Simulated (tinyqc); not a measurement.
Inside a calculation. Model: off-state leakage of single and stacked transistors.

Program tinyqc, `OMP_NUM_THREADS=1 python tinyqc.py 2242122 2242123 out.jsonl`; Intel Xeon 2.30GHz, shared host, one thread, about 0.03 s. Printed values are rounded.

n-channel devices of unit width. Subthreshold current I(Vg, Vs, Vd) = I0 (T/300 K)^0.5 exp[(Vg - Vs - VT(T) - gb (Vs - Vb) + dd (Vd - Vs))/(nf Vt)] (1 - exp(-(Vd - Vs)/Vt)), VT(T) = VT - cT (T - 300 K). Gate-edge tunnelling Ig (Vd/1 V) exp(ag (Vd - 1 V)), for a gate at 0 V, and band-to-band leakage Ab u exp(-Bb/u), u = Vd - Vb + 1 V, flow at a drain held at V; both are taken as independent of T. In a stack of off transistors (all gates at 0 V) the same subthreshold current passes through each.

Parameters, values chosen for the exercise; values of the order met in bulk silicon logic transistors:
```
symbol  value       unit                                             meaning
T         300          K                                         temperature
V           1          V                                      supply voltage
VT       0.25          V        threshold at 300 K, zero drain and body bias
cT        0.8       mV/K              fall of the threshold with temperature
I0       0.81      uA/um                       current at threshold at 300 K
nf       1.38                                                   slope factor
dd       0.11                                drain-induced lowering per volt
gb       0.13             rise of the threshold per volt of source-body bias
Ig       2e-5      uA/um                 gate-edge tunnelling current at 1 V
ag        3.3        1/V               exponential slope of the gate current
Ab        200  uA/(um V)      prefactor of band-to-band leakage at the drain
Bb         22          V                             its exponential voltage
Vb       -0.6          V                                        body voltage
```

Constants: q = 1.602176634e-19 C, kB = 1.380649e-23 J/K, Vt = kB T/q. Results are converted to the units shown.

## Leakage of one transistor

Vg = Vs = 0, Vd = V; effective threshold VT(T) - gb Vb - dd V.

effective threshold = 0.218 V
parts (nA/um): subthreshold 1.797582, gate edge 0.02, band-to-band 109.9522
total = 111.7698 nA/um
shares (%): subthreshold 1.608290, gate edge 0.01789393, band-to-band 98.37382

The band-to-band part is the largest.

## Starting value

Vx = dd V/(1 + gb + 2 dd), the solution for Vx well above Vt, rounded to three decimals.

Vx at the start = 0.081 V

## Iteration 1: new Vx

Stack of two, Vx the node between them: I_low = I(0, 0, Vx), I_up = I(0, Vx, V), f = ln(I_up/I_low), f' = -(1 + gb + 2 dd)/(nf Vt) - 1/(Vt (exp(Vx/Vt) - 1)) - 1/(Vt (exp((V - Vx)/Vt) - 1)), Vx(new) = Vx - f/f'.

I_low = 0.1010955 nA/um
I_up = 0.1076452 nA/um
f = 0.06277492
f' = -39.60327 1/V
Vx after iteration 1 = 0.08258509 V

## Iteration 2: new Vx

As before.

I_low = 0.1018661 nA/um
I_up = 0.1018750 nA/um
f = 8.758577e-5
f' = -39.49397 1/V
Vx after iteration 2 = 0.08258731 V

## Course of the iteration

Stop when the step is below 1e-11 V, or after 40 iterations.

Course of the iteration:
```
iteration  Vx before the step (V)  step (V)
1                           0.081   1.59e-3
2                      0.08258509   2.22e-6
3                      0.08258731  4.15e-12
```

Converged in 3 iterations. The subthreshold current of the stack is 0.1019 nA/um, 17.6 times less than that of one transistor (the drain leakage is unchanged); the estimate exp[dd V (1 + gb + dd)/((1 + gb + 2 dd) nf Vt)] gives 17.0.
